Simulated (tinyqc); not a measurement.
Ways to converge the cycle: SCF convergence aids in the sto-3g basis, for H3, spin multiplicity 2. Computed by the program tinyqc with PySCF. UHF with one setting changed at a time; a run stops when the energy changes by less than 1e-09 hartree and the error matrix is below 1e-5. The start is the Wolfsberg-Helmholz matrix. Damping d keeps d of the old density; a shift (hartree) raises the virtual levels; DIIS n extrapolates F over n matrices.

Geometry (angstrom):
```
atom       x       y        z
H     0.0000  0.0000   0.0000
H     0.0000  0.0000   0.8460
H     0.0000  0.9030  -0.2070
```

lowest solution found by these runs and by PySCF with stability checks = -1.493342 hartree

Largest element of the error matrix X^T (FDS - SDF) X:
```
iteration    plain  damping 0.3  damping 0.6  shift 0.4   DIIS 3   DIIS 8
1          5.2e-02      5.2e-02      5.2e-02    5.2e-02  5.2e-02  5.2e-02
2          2.4e-02      3.2e-02      4.0e-02    3.0e-02  2.4e-02  2.4e-02
3          1.2e-02      2.1e-02      3.2e-02    1.8e-02  3.4e-03  3.4e-03
4          6.8e-03      1.4e-02      2.5e-02    1.2e-02  5.7e-04  5.7e-04
5          3.8e-03      9.2e-03      2.0e-02    7.5e-03  3.3e-04  9.4e-05
6          2.2e-03      6.3e-03      1.6e-02    4.9e-03  1.7e-05  2.6e-05
8          7.2e-04      3.0e-03      1.1e-02    2.1e-03        -  7.3e-11
10         2.5e-04      1.5e-03      7.1e-03    9.5e-04        -        -
14         3.4e-05      3.6e-04      3.2e-03    2.0e-04        -        -
20               -      4.9e-05      1.0e-03    2.5e-05        -        -
30               -            -      1.6e-04          -        -        -
45               -            -      1.2e-05          -        -        -
```

How each run ends:
```
run          iterations  E (hartree)         state
plain                17    -1.493342  lowest found
damping 0.3          26    -1.493342  lowest found
damping 0.6          47    -1.493342  lowest found
shift 0.4            23    -1.493342  lowest found
DIIS 3                7    -1.493342  lowest found
DIIS 8                8    -1.493342  lowest found
```

What does the comparison show, and why?

6 of 6 runs reach the lowest solution found, in 7 to 47 iterations (fastest: DIIS 3). Plain steps already contract here, so damping only slows them. DIIS 3 and DIIS 8 gain by cancelling the error over several earlier matrices, much as a quasi-Newton step does.
